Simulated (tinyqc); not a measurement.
Donor level screened by free carriers (Yukawa potential), step by step. Values are carried at full precision from step to step, so a last printed digit may differ when a step is redone from the rounded ones.

Screening wave number: Debye ks^2 = 4 pi q n/(eps kB T); Thomas-Fermi ks^2 = 6 pi q n/(eps EF) with EF = c (3 pi^2 n/gv)^(2/3)/m, c = hbar^2/2m0; the two are joined by 1/ks^2 = sqrt(1/ks_D^4 + 1/ks_TF^4). 1e18/cm^3 = 1e-6/angstrom^3, q = e^2/(4 pi eps0).

Constants: e^2/(4 pi eps0) = 14.39964547 eV angstrom; kB = 8.617333262e-05 eV/K; hbar^2/2m0 = 3.80998211 eV angstrom^2; Ry = 13.60569312 eV; a0 (Bohr radius) = 0.5291772105 angstrom.

Inputs chosen for the exercise (near those of a donor in Ge, with one mean mass; the results hold for these values, not for the real material): m = 0.164 m0 (mass); eps = 16.2 (dielectric constant); gv = 4 (valleys); T = 400 K (temperature); n = 0.46 x 1e18/cm^3 (free-carrier density).

## Units and screening length

Give Ry* = Ry m/eps^2, a* = a0 eps/m, EF, the three values of ks, and x = ks a*.

Ry* = 8.502 meV
a* = 52.27 angstrom
EF = 5.26 meV

ks: Debye, Thomas-Fermi, joined (1/angstrom): [0.01221, 0.03829, 0.01218]

x = 0.6366

EF/kB T = 0.15, so the Debye value, the smaller one, controls the screening.

## One-parameter trial function

Potential -(q/(eps r)) exp(-ks r), q = e^2/(4 pi eps0). In units Ry* = Ry m/eps^2 and a* = a0 eps/m the problem is [-Laplacian - 2 exp(-x r)/r] psi = E psi with x = ks a*.

For exp(-z r): E(z) = z^2 - 8 z^3/(2z + x)^2 in Ry*. Scan z = 0.5, 0.6, ..., 1.1, then minimise; first order gives -1 + 2x.

Scan (Ry*):
```
z    kinetic  potential        E
0.5   0.2500    -0.3734  -0.1234
0.6   0.3600    -0.5123  -0.1523
0.7   0.4900    -0.6616  -0.1716
0.8   0.6400    -0.8188  -0.1788
0.9   0.8100    -0.9823  -0.1723
1.0   1.0000    -1.1508  -0.1508
1.1   1.2100    -1.3234  -0.1134
```

best z = 0.804
E = -0.1789 Ry*
binding = 1.52 meV

First order in x would give 0.273 Ry*, a rigid shift by q ks/eps; it overstates the loss of binding by 0.452 Ry*.

## Converged levels

Converged values use 18 functions exp(-z r), z = 1.55^i, i = -11 to 6: S = 2/A^3, H = z_i z_j S - 2/(A + x)^2, A = z_i + z_j.

The 1s and 2s levels and the mean radius.

1s = -0.1855 Ry*
binding = 1.58 meV
<r> = 106.7 angstrom
second root = 0.0000 Ry*

The trial function misses by 0.0066 Ry*. Screening leaves 19 % of the bare binding, 0.05 kB T. 2s is no longer bound (it unbinds at x = 0.310). At this density n^(1/3) a* is past the Mott value 0.26, so real donors overlap and form no separate level.

## Checks

- 1s at x = 0.5 against the known -0.29623 Ry*: both -0.29623.
- 1s at x = 0 against -1: both -1.00000.

Computed by tinyqc, a small Python program: `OMP_NUM_THREADS=1 python tinyqc.py 1250514 1250515 out.jsonl` (the numbers bound the seed that draws the inputs); one thread of a shared host (Intel(R) Xeon(R) Processor @ 2.30GHz), about 0.03 s for the whole set of steps.
